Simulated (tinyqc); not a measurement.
Inside a calculation. Method: lattice vibrations of a chain. Computed by tinyqc, a small Python program that keeps every step. Command: `OMP_NUM_THREADS=1 python tinyqc.py 26985 26986 out.jsonl` (the two numbers bound the seeds that draw the settings). One thread of a shared host (Intel(R) Xeon(R) Processor @ 2.60GHz), about 0.01 s of CPU time with the checks.

## Dynamical matrix at q = 0.19

A chain moving along its axis:
```
atom   mass (u)  spring to the next atom (eV/angstrom^2)
1      9.800000                                13.500000
2     93.300000                                 3.300000
```

q is in units of 2 pi/a. A spring k from atom i to atom j, n cells on, adds k to Phi_ii and Phi_jj, -k exp(2 pi i q n) to Phi_ij and the conjugate to Phi_ji (for one atom a cell: 2k (1 - cos 2 pi q n)); D_ij = Phi_ij / sqrt(m_i m_j).

D(q) (eV/(angstrom^2 u)):
```
[[1.714286, -0.486632+0.101470i],
 [-0.486632-0.101470i, 0.180064]]
```

## Frequencies

omega^2 are the eigenvalues; wavenumber = 521.4708 sqrt(eigenvalue) 1/cm.

eigenvalues: [0.033082, 1.861268]

wavenumbers (1/cm): [94.8, 711.4]

weights |e|^2 of the mass-weighted modes, order atom 1, atom 2:
```
[[0.080398, 0.919602],
 [0.919602, 0.080398]]
```

## Dispersion and heat capacity

C/k_B per atom = mean over q = (j + 1/2)/80, j = 0..39 and all branches of y^2 e^y/(e^y - 1)^2, y = hc wavenumber / k_B T.

Wavenumbers (1/cm):
```
q           branch 1    branch 2
0.000000    0.000000  717.728406
0.062500   32.665242  716.984690
0.125000   64.266939  714.845315
0.187500   93.729014  711.581995
0.250000  119.960241  707.632394
0.312500  141.873470  703.566616
0.375000  158.439555  700.022122
0.437500  168.782392  697.600579
0.500000  172.301667  696.739693
```

Heat capacity:
```
T (K)  C/k_B per atom
20           0.089447
50           0.246295
100          0.399876
200          0.551040
300          0.693520
600          0.892073
1200         0.970195
```

zero-point energy per atom = 25.293275 meV
